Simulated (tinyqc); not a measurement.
From results back to parameters: inversion layer as a triangular well, valleys of the Si type. Three cases, with inputs chosen for the exercise.

Problem. The spacing of the two lowest levels of one ladder was computed from a hidden sheet density Ns.

The field is taken as constant, e F = 4 pi (e^2/4 pi eps0)(Nd + eta Ns)/eps, with 1e12/cm^2 = 1e-4/angstrom^2, and the oxide as a hard wall at z = 0; c = hbar^2/2m0.

Level j of a valley lies at E_j = a_j (c (e F)^2/m_z)^(1/3) above the band edge at the surface, with the Airy zeros a_j = 2.338107, 4.087949, 5.520560, 6.786708, 7.944134, 9.022651, 10.040174, 11.008524, 11.936016, 12.828777, and has <z> = 2 E_j/(3 e F).

Constants: hbar^2/2m0 = 3.80998211 eV angstrom^2; e^2/(4 pi eps0) = 14.39964547 eV angstrom.

Find: F; Ns.

Method. e F = sqrt(m_z/c) [(E_1 - E_0)/(a_1 - a_0)]^(3/2), with a_0 and a_1 the first two zeros; then Ns = (eps e F/(4 pi e^2/4 pi eps0) - Nd)/eta.

Case 1.

Values chosen (near those of Si; not measured data): m_z = 0.263 m0 (confinement mass); eps = 11.9 (dielectric constant); Nd = 3 x 1e12/cm^2 (depletion charge); eta = 0.75 (share of Ns in the effective field).

E_1 - E_0 = 241.3385 meV

Solution.

F = 1.3457 MV/cm
Ns = 7.80 x 1e12/cm^2

Case 2.

Values chosen (near those of Si; not measured data): m_z = 0.926 m0 (confinement mass); eps = 11.8 (dielectric constant); Nd = 2.6 x 1e12/cm^2 (depletion charge); eta = 0.75 (share of Ns in the effective field).

E_1 - E_0 = 123.8016 meV

Solution.

F = 0.9278 MV/cm
Ns = 4.60 x 1e12/cm^2

Case 3.

Values chosen (near those of Si; not measured data): m_z = 0.904 m0 (confinement mass); eps = 11.6 (dielectric constant); Nd = 0.56 x 1e12/cm^2 (depletion charge); eta = 0.5 (share of Ns in the effective field).

E_1 - E_0 = 126.3673 meV

Solution.

F = 0.9453 MV/cm
Ns = 11.00 x 1e12/cm^2

Computed by tinyqc, one run a case: `OMP_NUM_THREADS=1 python tinyqc.py N N+1 out.jsonl` with N = 1250574, 1250657, 1250658; one thread of a shared Intel(R) Xeon(R) Processor @ 2.30GHz, about 0.03 s a run at most.
